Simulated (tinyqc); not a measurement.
One-diode model of a solar cell: two steps of the calculation.

J is the current delivered and Vj = V + J Rs the junction voltage. J = X JL - J01 (exp(Vj/(n1 Vt)) - 1) - Vj/Rp. The photocurrent does not depend on voltage.

Parameters, values chosen for the exercise; values of the order met in cells of silicon:
- T = 300 K (temperature)
- JL = 41.1 mA/cm^2 (photocurrent at one sun)
- X = 10 suns (concentration)
- J01 = 1.4e-8 A/cm^2 (saturation current of the diode)
- n1 = 1.53 (ideality factor of the diode)
- Rs = 0.086 ohm cm^2 (series resistance)
- Rp = 40000 ohm cm^2 (shunt resistance)
- Pin = 100 mW/cm^2 (incident power at one sun)

Constants: q = 1.602176634e-19 C, kB = 1.380649e-23 J/K, Vt = kB T/q. Results are converted to the units shown.

Problem 1. New Vj. Maximum power: dP/dVj = f = J (1 + 2 Rs G) - G Vj = 0. G = -dJ/dVj = J01 exp(Vj/(n1 Vt))/(n1 Vt) + 1/Rp. H = dG/dVj; f' = -2 G - 2 Rs G^2 + (2 Rs J - Vj) H; Vj(new) = Vj - f/f'.

Vj after iteration 1 = 0.64771089 V

Find: J; G; H; f; f'; Vj after iteration 2.

Solution 1.

J = 229.9 mA/cm^2
G = 4.579 S/cm^2
H = 115.8 S/(cm^2 V)
f = -2555 mA/cm^2
f' = -83.17 S/cm^2
Vj after iteration 2 = 0.6170 V

Problem 2. Figures of merit. Jsc at V = 0, Voc at J = 0, the maximum power point where J (1 + 2 Rs G) = G Vj with G = -dJ/dVj; FF = Vmp Jmp/(Voc Jsc); efficiency Vmp Jmp/(X Pin). Empirical fill factor without parasitics FF0 = (v - ln(v + 0.72))/(v + 1), v = Voc/(n1 Vt).

Find: Jsc; Voc; Vmp; Jmp; FF; efficiency; FF0.

Solution 2.

Jsc = 411.00 mA/cm^2
Voc = 0.68012 V
Vmp = 0.54321 V
Jmp = 381.43 mA/cm^2
FF = 0.74122
efficiency = 20.719 %
FF0 = 0.78644

FF is 5.7 % below FF0. Removing one loss at a time changes the efficiency by: series resistance +1.26, shunt +0.00 points.

Numbers from tinyqc (`OMP_NUM_THREADS=1 python tinyqc.py 2280126 2280127 out.jsonl`; about 0.01 s on one thread of a shared Intel Xeon 2.30GHz).
